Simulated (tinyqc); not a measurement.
Bias-temperature instability, empirical power law with universal recovery: two steps of the calculation.

Threshold-voltage shift at the end of a stress: dV = A (V/V0)^g exp[-(Ea q/kB)(1/T - 1/T0)] (t/1 s)^n. After a delay tr the permanent share pp stays and the rest falls by r = 1/(1 + B (tr/t)^be). An empirical model: its parameters are fits, not properties.

Parameters, values chosen for the exercise:
```
symbol  value  unit                                  meaning
V0        1.7     V                 reference stress voltage
T0        373     K                    reference temperature
A          17    mV             shift after 1 s at V0 and T0
n        0.18                                  time exponent
g           5                               voltage exponent
Ea       0.12    eV  apparent activation energy of the shift
pp       0.37                                permanent share
B         3.4                                 recovery scale
be       0.16                            recovery dispersion
V        0.74     V                              use voltage
T         398     K                          use temperature
dc         30    mV                        failure criterion
tr         10     s             delay before the measurement
```

Constants: q = 1.602176634e-19 C, kB = 1.380649e-23 J/K. Results are converted to the units shown.

Question 1. Shift and lifetime at use conditions. The lifetime solves dV = dc; ten years are 3.15576e8 s.

Find: voltage factor; temperature factor; shift after ten years; lifetime; largest voltage for ten years.

Answer 1.

voltage factor = 0.01563
temperature factor = 1.264
shift after ten years = 11.38 mV
lifetime = 2184 years
largest voltage for ten years = 0.8984 V

The device passes: the shift at ten years is below dc. A lifetime beyond 100 years is a far extrapolation of the power law. In time the voltage exponent is g/n = 27.8 and the activation energy Ea/n = 0.667 eV.

Question 2. What a delayed measurement sees. At V0 and T0, measured shift = dV [pp + (1 - pp) r]; the apparent exponent is the slope of ln(shift) against ln t between the first and last point.

t, point 0 to 2 (s): [10, 100, 1000]

Give: dV; share left; measured; apparent n.

Answer 2.

dV, point 0 to 2 (mV): [25.73, 38.94, 58.95]
share left, point 0 to 2: [0.5132, 0.5579, 0.6098]
measured, point 0 to 2 (mV): [13.20, 21.73, 35.94]
apparent n = 0.2175

The delay hides 39.0 % of the last shift and raises the exponent from 0.18 to 0.217, since short stresses recover by a larger share.

Program tinyqc, `OMP_NUM_THREADS=1 python tinyqc.py 2070066 2070067 out.jsonl`; Intel Xeon 2.30GHz, shared host, one thread, about 0.01 s.
